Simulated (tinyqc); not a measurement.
Worked calculation: CIS on RHF in the 6-311g basis, for H2, spin multiplicity 1. One step of it, computed by the program tinyqc.

Problem. CIS matrix, triplets. A(ia,jb) = (e_a - e_i) d_ij d_ab - (ij|ab).

orbital energies (hartree): MO1 -0.528587, MO2 0.124090, MO3 0.327414, MO4 0.553232, MO5 2.538213, MO6 2.650490

Two-electron integrals over orbitals (pq|rs), unique and non-zero (hartree):
```
(11|11) 0.571002    (21|21) 0.072637    (22|11) 0.369700    (22|22) 0.316690
(31|11) -0.120213   (31|22) -0.039127   (31|31) 0.054066    (32|21) 0.013345
(32|32) 0.029787    (33|11) 0.355832    (33|22) 0.281261    (33|31) -0.039363
(33|33) 0.281287    (41|21) -0.074636   (41|32) 0.008654    (41|41) 0.096179
(42|11) -0.140160   (42|22) -0.060352   (42|31) 0.048540    (42|33) -0.051916
(42|42) 0.065451    (43|21) 0.050489    (43|32) 0.014026    (43|41) -0.050163
(43|43) 0.042011    (44|11) 0.455740    (44|22) 0.335460    (44|31) -0.080379
(44|33) 0.306410    (44|42) -0.101838   (44|44) 0.395541    (51|21) -0.028680
(51|32) 0.019816    (51|41) 0.054186    (51|43) -0.028463   (51|51) 0.074700
(52|11) -0.029417   (52|22) 0.005525    (52|31) 0.024657    (52|33) -0.005770
(52|42) 0.012527    (52|44) -0.019781   (52|52) 0.029508    (53|21) 0.034268
(53|32) -0.008214   (53|41) -0.048118   (53|43) 0.024214    (53|51) -0.041852
(53|53) 0.031611    (54|11) 0.126585    (54|22) 0.039823    (54|31) -0.057546
(54|33) 0.046096    (54|42) -0.053156   (54|44) 0.089131    (54|52) -0.041192
(54|54) 0.084130    (55|11) 0.597737    (55|22) 0.384212    (55|31) -0.140563
(55|33) 0.361312    (55|42) -0.159415   (55|44) 0.490475    (55|52) -0.062964
(55|54) 0.185384    (55|55) 0.723382    (61|11) -0.061874   (61|22) -0.018370
(61|31) 0.038383    (61|33) -0.018665   (61|42) 0.031819    (61|44) -0.053790
(61|52) 0.038435    (61|54) -0.067296   (61|55) -0.132082   (61|61) 0.070514
(62|21) -0.012223   (62|32) 0.007469    (62|41) 0.023070    (62|43) -0.014928
(62|51) 0.036799    (62|53) -0.018216   (62|62) 0.020489    (63|11) 0.088321
(63|22) 0.038254    (63|31) -0.034839   (63|33) 0.032497    (63|42) -0.037652
(63|44) 0.066126    (63|52) -0.019200   (63|54) 0.048375    (63|55) 0.125130
(63|61) -0.038595   (63|63) 0.032446    (64|21) 0.029469    (64|32) -0.019425
(64|41) -0.052464   (64|43) 0.023799    (64|51) -0.062763   (64|53) 0.038101
(64|62) -0.031423   (64|64) 0.058469    (65|21) 0.114171    (65|32) -0.008827
(65|41) -0.145312   (65|43) 0.085806    (65|51) -0.121152   (65|53) 0.090567
(65|62) -0.057796   (65|64) 0.111412    (65|65) 0.288789    (66|11) 0.595784
(66|22) 0.375460    (66|31) -0.136862   (66|33) 0.361556    (66|42) -0.157121
(66|44) 0.482706    (66|52) -0.061532   (66|54) 0.179514    (66|55) 0.704302
(66|61) -0.118009   (66|63) 0.118603    (66|66) 0.697783
```

Give: CIS matrix A, triplet.

Solution.

CIS matrix A, triplet (hartree):
```
        1>2      1>3      1>4      1>5      1>6
1>2  0.2830   0.0000   0.1402   0.0294   0.0000
1>3  0.0000   0.5002   0.0000   0.0000  -0.0883
1>4  0.1402   0.0000   0.6261  -0.1266   0.0000
1>5  0.0294   0.0000  -0.1266   2.4691   0.0000
1>6  0.0000  -0.0883   0.0000   0.0000   2.5833
```
